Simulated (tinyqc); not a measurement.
The basis set: RHF and MP2 along a ladder of basis sets, for BeH2, spin multiplicity 1. Computed by the program tinyqc with PySCF. Same geometry throughout; the dipole is taken about the origin.

Geometry (angstrom):
```
atom       x        y       z
Be    0.0000   0.0000  0.0000
H     0.0000   1.2990  0.0080
H     0.0000  -1.2990  0.0080
```

RHF and frozen-core MP2 in a ladder of bases:
```
basis    functions  E(RHF) (hartree)  E(MP2 corr) (hartree)  HOMO (eV)  LUMO (eV)  dipole (debye)
sto-3g           7        -15.561288              -0.022208   -11.6470     5.7418          0.0283
3-21g           13        -15.672779              -0.027883   -12.3214     2.2485          0.0286
6-31g           13        -15.758594              -0.028067   -12.2899     2.4661          0.0274
6-31g**         24        -15.765992              -0.048817   -12.2193     2.5109          0.0289
cc-pvdz         24        -15.766374              -0.050875   -12.2677     1.9332          0.0298
cc-pvtz         58        -15.770768              -0.060732   -12.3228     1.6498          0.0311
```

What does the comparison show, and why?

From cc-pVDZ to cc-pVTZ the RHF energy falls by 4.4 mhartree and the correlation energy by 9.9. If valence correlation converges as X^-3, (27 E(T) - 8 E(D))/19 gives -0.0649 hartree, a rough estimate from such small X that usually falls short; STO-3G holds about 34 % of it. Beyond STO-3G the LUMO moves by 0.9 eV and the HOMO by 0.1 eV.
